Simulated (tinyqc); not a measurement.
# Changing the evaporation rate at 1000 rpm e0

Model: spin coating of a resist or spin-on film: centrifugal thinning, evaporation and the final thickness (Emslie and Meyerhofer models). Computed by tinyqc, a small Python program. Command: `OMP_NUM_THREADS=1 python tinyqc.py 3113224 3113225 out.jsonl spincoat sweep`. One thread of a shared host (Intel(R) Xeon(R) Processor @ 2.30GHz), about 0.2 s of CPU time with the checks.

A Newtonian film stays uniform over the wafer; solvent and solids have the same density and the concentration is uniform through the thickness.

Inputs (values chosen for the exercise, of the order of those of a polymer resist in an ester solvent):

| quantity | value | unit |
|---|---|---|
| solids volume fraction c0 | 0.27 | - |
| kinematic viscosity of the solvent nu_s | 0.89 | mm^2/s |
| viscosity constant k | 450 | mm^2/s |
| viscosity exponent gamma | 3.4 | - |
| spin speed f | 2500 | rpm |
| starting thickness h0 | 500 | micrometre |
| wafer radius R | 150 | mm |
| shrinkage in the bake | 14 | % |

Method:
- omega = 2 pi f/60; nu(c) = nu_s + k c^gamma; evaporation rate e = e0 sqrt(f/1000 rpm).
- Flow constant K = 2 omega^2/(3 nu(c0)); Reynolds number of the air omega R^2/nu_air with nu_air = 15 mm^2/s.
- Meyerhofer estimate: flow rules until (1 - c0) K h^3 = e, then evaporation alone: h_w = (e/((1 - c0) K))^(1/3), dry film c0 h_w.
- Full model for solids s and liquid l per area, h = s + l, c = s/h: ds/dt = -c Q, dl/dt = -(1 - c) Q - e, Q = 2 omega^2 h^3/(3 nu(c)); integrated adaptively (relative tolerance 1e-9) until l = 0.
- Dry film = s at l = 0, before the bake; film after the bake = s x (1 - shrinkage).

One run for each value:

| evaporation rate at 1000 rpm e0 (micrometre/s) | dry film (nm) | time to dry (s) | wet thickness h_w (micrometre) |
|---|---|---|---|
| 0.010 | 439.0 | 86.440 | 1.4275 |
| 0.021 | 562.1 | 52.711 | 1.8280 |
| 0.045 | 724.7 | 31.713 | 2.3567 |
| 0.097 | 936.1 | 19.005 | 3.0443 |
| 0.210 | 1211.0 | 11.356 | 3.9383 |
| 0.440 | 1549.7 | 6.935 | 5.0395 |
| 0.940 | 1995.9 | 4.181 | 6.4905 |
| 2.000 | 2567.0 | 2.527 | 8.3479 |

Describe and explain the trends.

Over the rows, dry film (nm) rises from 439 to 2570 (exponent d ln y / d ln x about 0.33 throughout); time to dry (s) falls from 86.4 to 2.53 (exponent d ln y / d ln x about -0.67 throughout); wet thickness h_w (micrometre) rises from 1.43 to 8.35 (exponent d ln y / d ln x about 0.33 throughout). The exponent of dry film stays at 0.33: the cube root of the evaporation rate.

Caution (all rows): above a Reynolds number of about 3e5 the air flow near the rim turns turbulent, and evaporation is no longer uniform.
